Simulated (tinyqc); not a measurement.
Landau-Devonshire theory of a uniaxial ferroelectric: one step, computed by the program tinyqc. Command: `OMP_NUM_THREADS=1 python tinyqc.py 3026044 3026045 out.jsonl ferro walk`. One thread of a shared host (Intel(R) Xeon(R) Processor @ 2.30GHz), about 0.01 s of CPU time with the checks.

G(P) = (alpha/2) P^2 + (beta*/4) P^4 + (gamma/6) P^6 - E P per volume, SI units, one domain, P along the polar axis.

Problem. Temperatures of the first-order transition. T_C = T0* + 3 beta*^2/(16 alpha_0 gamma); the polar phase survives up to T1 = T0* + beta*^2/(4 alpha_0 gamma); at T_C Ps^2 = -3 beta*/(4 gamma); latent heat = (1/2) alpha_0 T_C Ps^2.

Inputs (values chosen for the exercise, modelled on lead titanate):
```
quantity,value,unit
alpha_0,722000,J m/(C^2 K)
Curie-Weiss temperature T0,752,K
gamma,1.51e+09,J m^9/C^6
temperature T,367,K
```

Sample: free crystal.

T0* = 752 K

beta* = -2.88e+08 J m^5/C^4

Give: transition temperature T_C; superheating limit T1; jump of Ps; latent heat.

Solution.

transition temperature T_C = 766.3 K

superheating limit T1 = 771.0 K

jump of Ps = 37.82 microcoulomb/cm^2

latent heat = 39.57 MJ/m^3

Thermal hysteresis can span at most T1 - T0* = 19.0 K.
